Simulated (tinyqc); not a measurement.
## Off-state leakage of single and stacked transistors: leakage components against the threshold

n-channel devices of unit width. Subthreshold current I(Vg, Vs, Vd) = I0 (T/300 K)^0.5 exp[(Vg - Vs - VT(T) - gb (Vs - Vb) + dd (Vd - Vs))/(nf Vt)] (1 - exp(-(Vd - Vs)/Vt)), VT(T) = VT - cT (T - 300 K). Gate-edge tunnelling Ig (Vd/1 V) exp(ag (Vd - 1 V)), for a gate at 0 V, and band-to-band leakage Ab u exp(-Bb/u), u = Vd - Vb + 1 V, flow at a drain held at V; both are taken as independent of T. In a stack of off transistors (all gates at 0 V) the same subthreshold current passes through each.

One transistor with Vg = Vs = 0, Vd = V; stack factor I(one)/I(two in series).

Inputs (values chosen for the exercise); values of the order met in bulk silicon logic transistors:

| symbol | value | unit | meaning |
|---|---|---|---|
| T | 300 | K | temperature |
| V | 1.2 | V | supply voltage |
| cT | 0.9 | mV/K | fall of the threshold with temperature |
| I0 | 0.11 | uA/um | current at threshold at 300 K |
| nf | 1.44 |  | slope factor |
| dd | 0.14 |  | drain-induced lowering per volt |
| gb | 0.17 |  | rise of the threshold per volt of source-body bias |
| Ig | 2e-6 | uA/um | gate-edge tunnelling current at 1 V |
| ag | 5.5 | 1/V | exponential slope of the gate current |
| Ab | 3 | uA/(um V) | prefactor of band-to-band leakage at the drain |
| Bb | 26 | V | its exponential voltage |
| Vb | -0.3 | V | body voltage |

Constants: q = 1.602176634e-19 C, kB = 1.380649e-23 J/K, Vt = kB T/q. Results are converted to the units shown.

The same in every row: gate edge (nA/um) = 0.0072100; band-to-band (nA/um) = 0.22824; stack factor = 59.579.

Results:
```
VT (V)  subthreshold (nA/um)  total (nA/um)  largest part
0.15                  45.332         45.568  subthreshold
0.2                   11.833         12.069  subthreshold
0.25                  3.0888         3.3243  subthreshold
0.3                  0.80628         1.0417  subthreshold
0.4                 0.054938        0.29039  band-to-band
0.45                0.014340        0.24979  band-to-band
0.5                0.0037433        0.23920  band-to-band
0.55               9.7712e-4        0.23643  band-to-band
0.6                2.5506e-4        0.23571  band-to-band
```

Estimate the missing row, VT = 0.35 V.

Computed row:
```
VT (V)  subthreshold (nA/um)  total (nA/um)  largest part
0.35                 0.21046        0.44592  band-to-band
```

With this row back in the table: As VT goes from 0.15 to 0.6, the total leakage falls from 45.6 to 0.236 nA/um. The subthreshold part leads at VT = 0.15, the band-to-band part from 0.35 on. The reduction by a stack of two stays at 59.6, for the subthreshold part alone. For VT = 0.15, 0.2 the gate is within about 3 nf Vt of threshold, where the exponential law overstates the current.

tinyqc, about 0.03 s, one thread, Intel Xeon 2.30GHz (shared host): `OMP_NUM_THREADS=1 python tinyqc.py 2242048 2242049 out.jsonl`
